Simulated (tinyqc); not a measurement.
Threshold of a short bulk MOSFET: charge sharing, barrier lowering, narrow width: threshold roll-off against channel length.

n-channel device on a p-type body, depletion approximation, full ionisation. Uniform doping N = Na. Vbi from Boltzmann statistics is rough for the degenerate source. Cox = eps0 eox/tox.

ni = sqrt(Nc Nv) exp(-Eg/(2 Vt)), Eg in volts; 2 pB = 2 Vt ln(N/ni); flat band Vfb - Vt ln(N/Na); Wd = sqrt(2 eps0 eps_r (2 pB - Vbs)/(q N)); body term q N Wd/Cox; long-channel VT0 = flat band + 2 pB + body term; Vbi = Vt ln(N Nsd/ni^2); scale length l = sqrt((eps_r/eox) tox Wd). Charge sharing (trapezoid; it ignores Vds): F = (xj/L)(sqrt(1 + 2 Wd/xj) - 1), lowering = body term times F. Barrier lowering: th = exp(-L/(2 l)) + 2 exp(-L/l), lowering = th [2 (Vbi - 2 pB) + Vds], DIBL = th. Narrow width: rise = body term times xw Wd/W. VT by each model = VT0 - lowering + rise. DIBL under 0.001 mV/V is printed as 0.

Inputs (values chosen for the exercise); band and dielectric values close to those of silicon: temperature T = 400 K; band gap Eg = 1.14 eV; relative permittivity eps_r = 11.6; conduction-band density of states at T Nc = 4.3e19 cm^-3; valence-band density of states at T Nv = 4.1e19 cm^-3; relative permittivity of the gate insulator (close to silicon dioxide) eox = 3.9; insulator thickness tox = 4.8 nm; channel doping Na = 8.3e16 cm^-3; source and drain doping Nsd = 1e20 cm^-3; flat-band voltage for the doping Na Vfb = -0.94 V; junction depth xj = 100 nm; body-source voltage Vbs = -1 V; drain-source voltage Vds = 0.5 V; gate width W = 650 nm; shape factor of the fringing depletion at the width edges xw = 1.5708.

Constants: q = 1.602176634e-19 C, kB = 1.380649e-23 J/K, Vt = kB T/q, eps0 = 8.8541878128e-14 F/cm where lengths are in cm. Results are converted to the units shown.

The same in every row: N (cm^-3) = 8.300e16; VT0 (V) = 0.07126.

Results:

| L (nm) | L/l | F | DIBL (mV/V) | VT, charge sharing (V) | VT, barrier lowering (V) |
|---|---|---|---|---|---|
| 150 | 3.114 | 0.7079 | 299.7 | -0.02341 | -0.1071 |
| 220 | 4.567 | 0.4827 | 122.7 | 0.04427 | 0.06792 |
| 320 | 6.642 | 0.3318 | 38.72 | 0.08960 | 0.1510 |
| 460 | 9.548 | 0.2308 | 8.587 | 0.1199 | 0.1808 |
| 670 | 13.91 | 0.1585 | 0.9569 | 0.1417 | 0.1884 |
| 960 | 19.93 | 0.1106 | 0.04709 | 0.1561 | 0.1893 |
| 2000 | 41.51 | 0.05309 | 0 | 0.1734 | 0.1893 |
| 2900 | 60.20 | 0.03662 | 0 | 0.1783 | 0.1893 |

Estimate the missing row, L = 1400 nm.

Computed row:

| L (nm) | L/l | F | DIBL (mV/V) | VT, charge sharing (V) | VT, barrier lowering (V) |
|---|---|---|---|---|---|
| 1400 | 29.06 | 0.07585 | 0 | 0.1665 | 0.1893 |

With this row back in the table: VT by barrier lowering rises from -0.107 to 0.189 V and VT by charge sharing rises from -0.0234 to 0.178 V. DIBL is under 100 mV/V from L = 320 nm on among the rows (th = 0.1 at L/l = 4.92). For L = 150 F exceeds 0.5: the shares of source and drain overlap, and the trapezoid formula no longer holds. For L = 150 DIBL exceeds 250 mV/V, where the barrier formula is rough.

tinyqc, about 0.01 s, one thread, Intel Xeon 2.30GHz (shared host): `OMP_NUM_THREADS=1 python tinyqc.py 2002110 2002111 out.jsonl`
